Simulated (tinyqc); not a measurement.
# Implanted layer, carriers, mobility and sheet resistance with incomplete ionisation: effect of the peak chemical concentration

An n-type layer from the surface x = 0 to the junction xj, N(x) = N0 exp(-(x - Rp)^2/(2 sg^2)). Local neutrality (no depletion at surface or junction, no spilling of carriers), intrinsic carriers neglected, Boltzmann statistics.

xj = Rp + sg sqrt(2 ln(N0/Nb)). Active dopant A = min(N, Ns); n solves n (n + Nb)/(A - Nb - n) = K, K = (NB/gd) exp(-E/Vt), E = max(Ei - ks A^(1/3), 0), so n = 2 K (A - Nb)/[Nb + K + sqrt((Nb + K)^2 + 4 K (A - Nb))]; mobility mu = m1 + (m2 (T/300 K)^(-bt) - m1)/(1 + ((A + Nb)/Nr)^am). Dose = integral of N, carrier sheet density = integral of n, 1/Rs = q integral of n mu, mean mobility 1/(q Rs sheet density), Hall mobility (unit Hall factor) = integral of n mu^2 over integral of n mu, Hall sheet density = (integral of n mu)^2/integral of n mu^2; all from 0 to xj. Integrals on 4000 steps.

Inputs (values chosen for the exercise); values close to those of silicon in GaN over a p-type background:
```
symbol    value        unit                                 meaning
T           300           K                             temperature
Nb         6e14       cm^-3  background doping of the opposite type
m1         52.9  cm^2/(V s)           mobility limit at high doping
m2          987  cm^2/(V s)  mobility limit at low doping, at 300 K
Nr      1.92e17       cm^-3    reference doping of the mobility law
am        0.704                        exponent of the mobility law
bt          2.2                          temperature exponent of m2
Ns      1.01e20       cm^-3       solubility limit of active dopant
NB      2.31e18       cm^-3  conduction-band density of states at T
Ei       0.0167          eV   ionisation energy in the dilute limit
gd            2                      degeneracy factor of the level
ks       3.2e-9       eV cm              lowering of Ei per N^(1/3)
sg           20          nm                straggle after annealing
Rp           27          nm                         projected range
```

Constants: q = 1.602176634e-19 C, kB = 1.380649e-23 J/K, Vt = kB T/q. Results are converted to the units shown.

Results:
```
N0 (cm^-3)	xj (nm)	dose (cm^-2)	carriers (cm^-2)	Rs (ohm/square)	mean mobility (cm^2/(V s))	Rs xj (ohm nm)	Hall/true sheet density
6e15	69.92	2.694e10	2.257e10	3.012e5	918.2	2.106e7	0.9999
1.3e16	76.60	5.898e10	5.353e10	1.324e5	880.6	1.014e7	0.9995
6.2e16	87.91	2.830e11	2.598e11	3.252e4	738.7	2.859e6	0.9955
1.3e17	92.59	5.937e11	5.193e11	1.883e4	638.3	1.744e6	0.9893
2.9e17	97.32	1.325e12	1.049e12	1.153e4	515.8	1.122e6	0.9755
6.3e17	101.6	2.879e12	1.967e12	7946	399.3	8.073e5	0.9513
```

Estimate the missing row, N0 = 2.8e16 cm^-3.

Computed row:
```
N0 (cm^-3)	xj (nm)	dose (cm^-2)	carriers (cm^-2)	Rs (ohm/square)	mean mobility (cm^2/(V s))	Rs xj (ohm nm)	Hall/true sheet density
2.8e16	82.45	1.276e11	1.187e11	6.387e4	823.2	5.266e6	0.9984
```

With this row back in the table: As N0 goes from 6e15 to 6.3e17, xj rises from 69.9 to 102 nm, Rs falls from 3.01e5 to 7950 ohm/square, the mean mobility falls from 918 to 399 cm^2/(V s) and the share of the dose that conducts goes from 83.8 through a maximum of 93.1 (at N0 = 2.8e16 among the rows listed) to 68.3 %. Rs goes as dose^(-1.05) at the low end and dose^(-0.48) at the high end; constant mobility and activation would give -1.

Program tinyqc, `OMP_NUM_THREADS=1 python tinyqc.py 2110093 2110094 out.jsonl`; Intel Xeon 2.30GHz, shared host, one thread, about 0.01 s.
